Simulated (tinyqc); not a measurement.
Changing the carrier density n: mobility of a non-polar semiconductor in the relaxation-time approximation. Computed by tinyqc, a small Python program. Command: `OMP_NUM_THREADS=1 python tinyqc.py 3013978 3013979 out.jsonl rta sweep`. One thread of a shared host (Intel(R) Xeon(R) Processor @ 2.30GHz), about 0.04 s of CPU time with the checks.

Each valley is treated as a sphere of mass m_d for states and rates, with one isotropic relaxation time; the conductivity mass m_c sets the current.

Inputs (values chosen for the exercise, for a model non-polar semiconductor): longitudinal mass m_l = 0.085 m_0; transverse mass m_t = 0.085 m_0; equivalent valleys Z = 1; static permittivity eps_s = 6.59; density rho = 4190 kg/m^3; sound velocity v_l = 7750 m/s; acoustic deformation potential D_A = 8.5 eV; phonon energy hbar w = 26.5 meV; optical or intervalley deformation potential D_o = 4.2 1e8 eV/cm; final valleys Z_f = 1; compensation ratio C = 0; temperature T = 200 K; alloy fraction x = 0.36; alloy potential U = 0.91 eV; lattice constant a = 5.63 angstrom.

Band: parabolic. Impurity formula: Conwell-Weisskopf. Further scattering: alloy.

Constants: k_B = 8.617333262e-05 eV/K; m_0 = 9.1093837015e-31 kg; e = 1.602176634e-19 C; hbar = 1.054571817e-34 J s; eps_0 = 8.8541878128e-12 F/m; k_B = 1.380649e-23 J/K; hbar = 6.582119569e-16 eV s.

Method:
- m_d = (m_l m_t^2)^(1/3); 1/m_c = (1/m_l + 2/m_t)/3; Hall mass factor A = 3 K_m (K_m + 2)/(2 K_m + 1)^2, K_m = m_l/m_t; N_I = n (1 + C)/(1 - C).
- Parabolic band: E = hbar^2 k^2/(2 m), speed v = hbar k/m, states per spin, volume and energy g(E) = m k/(2 pi^2 hbar^2). Here m = m_d. Masses are multiplied by m_0 and all formulas are in SI units.
- The reduced Fermi level eta = E_F/(k_B T) solves n = 2 Z int g f dE with f = 1/(1 + exp(x - eta)) (Z = 1 unless valleys are given); screening length L_s = sqrt(eps_s eps_0 k_B T/(e^2 dn/deta)), dn/deta = 2 Z int g f (1 - f) dE.
- Integrals over x = E/(k_B T) use 160 Gauss-Legendre points in u = sqrt(x) from 0 to sqrt(max(eta, 0) + 32).
- Phonon occupation N_q = 1/(exp(hbar w/(k_B T)) - 1).
- Acoustic deformation potential (elastic, equipartition, absorption and emission together): 1/tau = 2 pi k_B T D_A^2 g(E)/(hbar rho v_l^2).
- Optical or intervalley deformation potential: 1/tau = (pi Z_f D_o^2/(rho w)) [N_q g(E + hbar w) + (N_q + 1) g(E - hbar w)], with g = 0 below the band edge.
- Each optical term is multiplied by (1 - f(E'))/(1 - f(E)), E' the final energy, for Pauli blocking.
- Singly charged impurities, momentum relaxation: 1/tau = N_I e^4 m (1 + 2 alpha E) Phi/(8 pi (eps_s eps_0)^2 hbar^3 k^3), with alpha = 0 for a parabolic band.
- Conwell-Weisskopf: Phi = ln(1 + y^2), y = 4 pi eps_s eps_0 E N_I^(-1/3)/e^2 (largest impact parameter N_I^(-1/3)/2).
- Alloy disorder: 1/tau = (2 pi/hbar) Omega x (1 - x) U^2 g(E), Omega = a^3/4 (other conventions for Omega rescale U).
- mu = (m_d/m_c) (2 Z e/(3 n k_B T)) int g v^2 tau f (1 - f) dE.
- Averages over x are split at the emission threshold x_0 = hbar w/(k_B T): 64 Gauss-Legendre points in sqrt(x) below it and 128 in sqrt(x - x_0) above it, up to x = max(eta, 0) + 32.
- Rates are added at each energy before the average. With <y> = int g v^2 y f (1 - f) dE: Hall factor r_H = A (3 n k_B T/(2 Z m_d)) <tau^2/(1 + 2 alpha E)>/<tau>^2 (alpha = 0 for a parabolic band); Hall mobility r_H mu; |S| = (k_B/e) (<x tau>/<tau> - eta); resistivity 1/(n e mu).
- Matthiessen's rule adds 1/mu of the separate processes.

One run for each value; columns: (1) carrier density n (1/cm^3); (2) drift mobility mu (cm^2/(V s)); (3) resistivity (ohm cm); (4) Seebeck coefficient |S| (microvolt/K); (5) reduced Fermi level eta; (6) Hall factor r_H; (7) excess of Matthiessen's rule over the full mu (%):
```
(1)         (2)         (3)     (4)     (5)     (6)     (7)
1.00e+14  14488  4.3081e+00  875.05  -8.127  1.1243   4.037
4.60e+14  13457  1.0083e+00  750.40  -6.601  1.0741   9.134
2.20e+15  11231  2.5260e-01  629.58  -5.034  1.0244  18.426
1.00e+16   7908  7.8922e-02  520.31  -3.512  1.0097  25.439
4.60e+16   4413  3.0745e-02  412.50  -1.948  1.0412  19.698
2.20e+17   1990  1.4258e-02  294.01  -0.203  1.0737   8.217
1.00e+18    900  6.9348e-03  176.69   2.088  1.0588   2.431
4.60e+18    488  2.7816e-03   84.72   6.761  1.0260   0.613
2.20e+19    328  8.6625e-04   33.50  19.501  1.0057   0.132
```

What does the table show, and why?

Over the rows, drift mobility mu (cm^2/(V s)) falls from 14500 to 328 (exponent d ln y / d ln x -0.048 between the first rows and -0.25 between the last); resistivity (ohm cm) falls from 4.31 to 8.66e-4 (exponent d ln y / d ln x -0.95 between the first rows and -0.75 between the last); Seebeck coefficient |S| (microvolt/K) falls from 875 to 33.5 (exponent d ln y / d ln x -0.10 between the first rows and -0.59 between the last). At the low end the exponent of resistivity is -0.95, close to -1: the mobility is nearly constant there, so the resistivity follows 1/n. The mobility has fallen to half its first value between 1.00e16 and 4.60e16 per cm^3. The Fermi level enters the band between 2.20e17 and 1.00e18 per cm^3. While the gas is classical |S| falls by k_B/e ln 10 = 198 microvolt/K per decade if the scattering stays the same; between the first two rows it falls by 188 per decade. The Hall factor peaks at 1.12. Left out: 1.00e20 (too degenerate for the energy grid).

Caution (rows 4.60e18, 2.20e19): above a few 1e18 per cm^3 the Born approximation, static screening and an unperturbed band are rough; measured mobilities are usually lower.

Extremes, crossings and ranges named in words are read from the listed rows.
